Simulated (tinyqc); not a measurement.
# Input admittance of a MOSFET at zero drain bias: distributed channel and distributed gate, step by step

Program tinyqc, `OMP_NUM_THREADS=1 python tinyqc.py 2262019 2262020 out.jsonl`; Intel Xeon 2.30GHz, shared host, one thread, about 0.01 s. Printed values are rounded.

Source and drain grounded, strong inversion, w = 2 pi f, Cox = eps0 eox/tox. The channel is an RC line of resistance 1/(mu Cox Vo) per square fed from both ends, so one finger has the intrinsic admittance y = i w Cox L tanh(g)/g per width, g = (1/2) sqrt(i w tau), tau = L^2/(mu Vo). The vertical resistance rv/L is in series with y, the overlaps 2 i w Cov in parallel: y_t = 1/(1/y + rv/L) + 2 i w Cov. The gate strip is a line of Rsh/L per length loaded by y_t, so a finger has Y = y_t Wf tanh(k)/k, k = (Wf/sd) sqrt(y_t Rsh/L); the device has Nf Y.

Inputs (values chosen for the exercise); values of the order met in silicon radio-frequency transistors: relative permittivity of the gate insulator (close to silicon dioxide) eox = 3.9; insulator thickness tox = 2.3 nm; channel length L = 0.072 um; finger width Wf = 1.4 um; number of fingers Nf = 1; channel mobility mu = 350 cm^2/(V s); gate overdrive Vo = 0.27 V; sheet resistance of the gate Rsh = 21 ohm/square; vertical resistivity of the gate stack rv = 0 ohm um^2; number of ends at which a finger is contacted sd = 1; overlap and fringe capacitance on each side Cov = 0.2 fF/um; frequency f = 46 GHz.

Constants: eps0 = 8.8541878128e-14 F/cm where lengths are in cm. Results are converted to the units shown.

## Low-frequency resistances and capacitance

Low-frequency limits, with c = Cox L and ct = c + 2 Cov: R_strip = Rsh Wf/(3 sd^2 L Nf), R_ch = (c/ct)^2 L/(12 mu Cox Vo Wf Nf), R_vert = (c/ct)^2 rv/(L Wf Nf), C = ct Wf Nf.

parts (ohm): strip 136.111, channel 16.0932, vertical 0
sum = 152.204 ohm
C = 2.07337 fF
1/(2 pi R C) = 504.331 GHz

The strip term is the largest, 89.4 % of the sum.

## Admittance of the channel and stack per width

tau, g, c = Cox L, y and y_t as defined.

tau = 0.548571 ps
g = 0.140780+0.140780i
c = 1.08098 fF/um
y = 4.127+312.367i uS/um
y_t = 4.127+427.977i uS/um

w tau = 0.159, and Im y is 1.00 of w c.

## Input impedance of the device

k and Y as defined; Z = 1/(Nf Y) = R + 1/(i w C); Q = |Im Z|/R; signal at the point farthest from a contact |1/cosh k|.

k = 0.351448+0.348075i
Nf Y = 0.054033+0.593510i mS
R = 152.131 ohm
C = 2.07050 fF
Q = 10.9843
signal at the far point = 0.993885

R is 0.048 % below its low-frequency limit and C is 0.14 % below its own.
